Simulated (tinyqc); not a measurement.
# Gap voltage and exponent from three temperatures

Inverse problem. At constant current VBE(T) = Vg0 - a T - eta (kB T/q) ln T, where a is a constant. Find Vg0, eta and dVBE/dT at the middle temperature.

Constants: q = 1.602176634e-19 C, kB = 1.380649e-23 J/K. Results are converted to the units shown.

T (K): 330  360  390
VBE at a constant current (V): 0.6670560323  0.6137128705  0.5595501119

Solution. The relation is linear in Vg0, a and eta, so three points give a linear system; the slope is (VBE - Vg0 - eta kB T/q)/T. eta rests on the curvature of VBE(T) alone, so real fits need accuracy of some tens of microvolts or better.

Vg0 = 1.14 V
eta = 3.80
dVBE/dT = -1.79 mV/K

Program tinyqc, `OMP_NUM_THREADS=1 python tinyqc.py 2062144 2062145 out.jsonl`; Intel Xeon 2.30GHz, shared host, one thread, about 0.02 s.
